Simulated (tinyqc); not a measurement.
From results to parameters: Luttinger model of the valence bands. Computed by the program tinyqc.

Problem. In the four-band Luttinger model 1/m = g1 -/+ 2 g2 along [100] and g1 -/+ 2 g3 along [111]. Find g1, g2, g3 and the light hole mass along [111].

heavy and light hole masses along [100] (electron masses): 0.227790  0.139860
heavy hole mass along [111] = 0.414938 electron masses

Solution. The mean of the two inverse masses along [100] is g1 and a quarter of their difference is g2; g3 = (g1 - 1/m_hh[111])/2.

g1, g2, g3: 5.770  0.690  1.680
light hole mass along [111] = 0.1095 electron masses
